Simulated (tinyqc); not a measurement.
## Haynes-Shockley experiment: what a collector records, against the distance from injector to collector

A sheet injected at x = 0, t = 0 gives at x = L the signal n(t) = N0 exp(-t/tau - (L - v t)^2/(4 D t))/sqrt(4 pi D t), D = mu Vt, v = mu F. Its peak lies at tp = [-D + sqrt(D^2 + u^2 L^2)]/u^2, u^2 = v^2 + 4 D/tau; dt is the full width at half height. Simple readings: mobility L/(F tp), diffusion coefficient (L dt/tp)^2/(16 ln 2 tp). Area v times the integral of n over N0: (v/u) exp(L (v - u)/(2 D)).

Values chosen for this exercise:
```
symbol   value        unit                      meaning
T          250           K                  temperature
mu        4940  cm^2/(V s)    minority-carrier mobility
F          6.6        V/cm  sweep field along the drift
tau     6.9e-6           s                     lifetime
```

Constants: q = 1.602176634e-19 C, kB = 1.380649e-23 J/K, Vt = kB T/q. Results are converted to the units shown.

Haynes-Shockley experiment: what a collector records, against the distance from injector to collector:

| L (um) | L/v (us) | tp (us) | dt (us) | apparent mobility (cm^2/(V s)) | apparent D (cm^2/s) | area | exp(-L/(v tau)) |
|---|---|---|---|---|---|---|---|
| 140 | 0.4294 | 0.3334 | 0.5733 | 6362 | 156.7 | 0.9143 | 0.9397 |
| 230 | 0.7054 | 0.5977 | 0.7765 | 5831 | 134.7 | 0.8790 | 0.9028 |
| 370 | 1.135 | 1.013 | 1.018 | 5536 | 123.2 | 0.8267 | 0.8483 |
| 610 | 1.871 | 1.727 | 1.336 | 5353 | 116.3 | 0.7441 | 0.7625 |
| 1000 | 3.067 | 2.889 | 1.733 | 5245 | 112.3 | 0.6272 | 0.6411 |
| 1600 | 4.907 | 4.677 | 2.209 | 5183 | 110.1 | 0.4822 | 0.4910 |
| 2700 | 8.281 | 7.957 | 2.884 | 5141 | 108.6 | 0.2978 | 0.3011 |
| 4400 | 13.50 | 13.03 | 3.693 | 5118 | 107.7 | 0.1414 | 0.1414 |

Read the table: what changes, and by how much?

True values: mu = 4940 cm^2/(V s), D = 106 cm^2/s. The apparent mobility is 29 % above the true one in the first row and 3.6 % above it in the last, and the apparent D 47 % above and 1.2 % above D. The peak always comes before L/v, since spreading and decay both weigh down the later part of the signal; the shift is 22 % and 3.5 % in these rows.

Computed by the program tinyqc: `OMP_NUM_THREADS=1 python tinyqc.py 2310018 2310019 out.jsonl`, one thread of a shared Intel Xeon 2.30GHz, about 0.01 s for the whole run.
